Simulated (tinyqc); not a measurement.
Hydrogenic impurity: series, fields, screening, photoionisation and donor-acceptor pairs: one step, computed by the program tinyqc.

One isotropic, parabolic band. Effective units: Ry* and a*, in which H = -nabla^2 - 2/r.

Problem. Effective units and the series. Ry* = Ry m/eps^2, a* = a_0 eps/m; level n is bound by Ry*/n^2; <r> = (3/2) a* in 1s; lines 1s -> np at Ry* (1 - 1/n^2); 1 THz = 4.135667696 meV.

Inputs (values chosen for the exercise, modelled on GaN): electron mass m = 0.192 m_0; dielectric constant eps = 9.45.

Parts treated: screening and pairs.

Constants: Ry = 13.605693123 eV; a_0 = 0.529177210903 angstrom; h x 1 THz = 4.135667696 meV.

Give: Ry*; a*; <r> of 1s; Series.

Solution.

Ry* = 29.252 meV

a* = 26.045 angstrom

<r> of 1s = 39.068 angstrom

Series:
```
n  binding (meV)  line from 1s (meV)  line (THz)
2         7.3130              21.939      5.3049
3         3.2502              26.002      6.2872
4         1.8283              27.424      6.6311
5         1.1701              28.082      6.7902
```
